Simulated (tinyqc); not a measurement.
Defect equilibria of an oxide against oxygen pressure (mass action). Changing the oxygen pressure P. Computed by tinyqc, a small Python program. Command: `OMP_NUM_THREADS=1 python tinyqc.py 3019457 3019458 out.jsonl brouwer sweep`. One thread of a shared host (Intel(R) Xeon(R) Processor @ 2.30GHz), about 0.02 s of CPU time with the checks.

Defects: oxygen vacancies V (charge +2), electrons n, holes p, the ionic partner X = V_M'''' (charge -4), and the dopant. Activities are taken equal to concentrations.

Inputs (values chosen for the exercise, for a model oxide):
```
quantity                           value             unit
reduction enthalpy H_r              3.13               eV
prefactor K_r0                   1.2e+67  cm^-9 atm^(1/2)
gap E_g                             2.46               eV
prefactor N_c N_v                  1e+40            cm^-6
disorder enthalpy H_s               5.07               eV
prefactor K_s0                   1.7e+66            cm^-9
dopant density N_d               2.5e+20            cm^-3
temperature T                       1200                K
electron mobility mu_n               0.2       cm^2/(V s)
hole mobility mu_p                 0.092       cm^2/(V s)
vacancy diffusion prefactor D_0   0.0023           cm^2/s
vacancy migration energy E_m        0.64               eV
```

Ionic disorder: Schottky, oxide MO2. Dopant (singly charged, fully ionised): acceptor.

Constants: k_B = 8.617333262e-05 eV/K; e = 1.602176634e-19 C.

Method:
- K_r = K_r0 exp(-H_r/k_B T) = [V] n^2 P^(1/2); K_i = N_c N_v exp(-E_g/k_B T) = n p; K_s = K_s0 exp(-H_s/k_B T) = [X] [V]^2.
- Neutrality: 2 [V] + p = n + 4 [X] + N_d. With n as the unknown, [V] = K_r/(n^2 P^(1/2)), p = K_i/n, [X] = K_s/[V]^2; the log ratio is ln(positive/negative).
- The root is found by 60 bisections in ln n between n = 1e-10 and 1e25 cm^-3.
- sigma_n = e n mu_n, sigma_p = e p mu_p, sigma_ion = 2 e [V] mu_V with mu_V = 2 e D/(k_B T) and D = D_0 exp(-E_m/k_B T); only the oxygen vacancies carry ionic current, and the ionic transport number is sigma_ion over the total.

One run for each value:
```
oxygen pressure P (atm)   n (cm^-3)  [V] (cm^-3)   p (cm^-3)  [X] (cm^-3)  total conductivity (S/cm)
1.00e-18                 1.1197e+21   6.8483e+20  4.1626e+08         1846                 3.5898e+01
1.00e-15                 3.1109e+20   2.8054e+20  1.4982e+09        11000                 9.9765e+00
1.00e-12                 7.2920e+19   1.6146e+20  6.3916e+09        33209                 2.3413e+00
1.00e-09                 1.4332e+19   1.3217e+20  3.2519e+10        49562                 4.6313e-01
1.00e-06                 2.6072e+18   1.2630e+20  1.7877e+11        54269                 8.7237e-02
1.00e-03                 4.6561e+17   1.2523e+20  1.0010e+12        55201                 1.8582e-02
1.00e+00                 8.2862e+16   1.2504e+20  5.6247e+12        55370                 6.3122e-03
```

Over the rows, n (cm^-3) falls from 1.12e21 to 8.29e16 (exponent d ln y / d ln x -0.19 between the first rows and -0.25 between the last); [V] (cm^-3) falls from 6.85e20 to 1.25e20 (exponent d ln y / d ln x -0.13 between the first rows and -2.2e-4 between the last); p (cm^-3) rises from 4.16e8 to 5.62e12 (exponent d ln y / d ln x 0.19 between the first rows and 0.25 between the last). The largest terms of the neutrality condition are 2 [V] = n from row 1; 2 [V] = N_d from row 3. Deep inside a regime n goes as P^(-1/6) for 2 [V] = n, P^(-1/4) where [V] is fixed, P^0 where n or p is fixed, and P^(-1/5) for p = 4 [X]. Left out: 1.00e-30, 1.00e-27, 1.00e-24, 1.00e-21 (the defects are no longer dilute).

Caution (rows 1.00e-18, 1.00e-15): one of n, p, [V] and [X] is above 2e20 cm^-3, near 1 % of the sites of a usual oxide, where defects associate and the ideal mass-action laws fail. Caution (rows 1.00e-18, 1.00e-15, 1.00e-12): the carrier density is near sqrt(N_c N_v), where the carriers are degenerate and n p = K_i fails.

Extremes, crossings and ranges named in words are read from the listed rows.
